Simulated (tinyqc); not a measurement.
Transfer between valleys with doping: electrons shared among three sets of ellipsoidal valleys.

F_j(eta) = (1/Gamma(j + 1)) integral_0^infinity x^j dx/(1 + exp(x - eta)), which tends to exp(eta) for eta << 0.

Sets Gamma, L, X: N_i = M_i times N = 2 (m kB T/(4 pi c))^(3/2) with c = hbar^2/2m0, in 1/angstrom^3; times 1e24 for 1/cm^3, m = (ml mt^2)^(1/3); n = sum_i N_i F_1/2((EF - dE_i)/kT), energies from the edge of the first set; mu_drift = sum of share times mobility.

Constants: hbar^2/2m0 = 3.80998211 eV angstrom^2; kB = 8.617333262e-05 eV/K.

Inputs chosen for the exercise (masses and offsets near those of GaAs; mobilities are free inputs, held fixed; shifted at random, so the results belong to these values and not to a real crystal):
- dE = (0, 0.311, 0.531) eV (edges of Gamma, L, X above the first)
- M = (1, 4, 3) (valleys in each set)
- ml = (0.069, 1.914, 1.286) m0 (longitudinal masses of Gamma, L, X)
- mt = (0.069, 0.0724, 0.2373) m0 (transverse masses)
- mu = (8500, 900, 320) cm^2/(V s) (mobility of each set)
- T = 300 K

Parabolic valleys; band tails and gap narrowing are left out.

Populations:
```
n (1/cm^3)  EF (eV)  share Gamma  share L  share X  mu_drift
1.0e+16     -0.0985       0.9999   0.0001   0.0000      8499
1.0e+17     -0.0372       0.9999   0.0001   0.0000      8499
1.0e+18      0.0399       0.9997   0.0003   0.0000      8498
3.0e+18      0.1043       0.9989   0.0011   0.0000      8491
1.0e+19      0.2345       0.9488   0.0512   0.0000      8111
1.0e+20      0.4270       0.2307   0.7656   0.0036      2652
```

Give the missing row, n (1/cm^3) = 3.0e+19.

Computed row:
```
n (1/cm^3)  EF (eV)  share Gamma  share L  share X  mu_drift
3.0e+19      0.3323       0.5296   0.4701   0.0003      4925
```

The share of Gamma goes from 1.000 to 0.231 and the mean mobility from 8499 to 2652 cm^2/(V s). Gamma and L hold equal numbers between n = 3e+19 and 1e+20 1/cm^3. Where EF lies more than about 0.2 eV up a light valley, its parabolic form fails. The share of X is at most 0.0036.

(tinyqc, `OMP_NUM_THREADS=1 python tinyqc.py 1651179 1651180 out.jsonl`, Intel(R) Xeon(R) Processor @ 2.30GHz, 1 thread, shared host, about 0.01 s.)
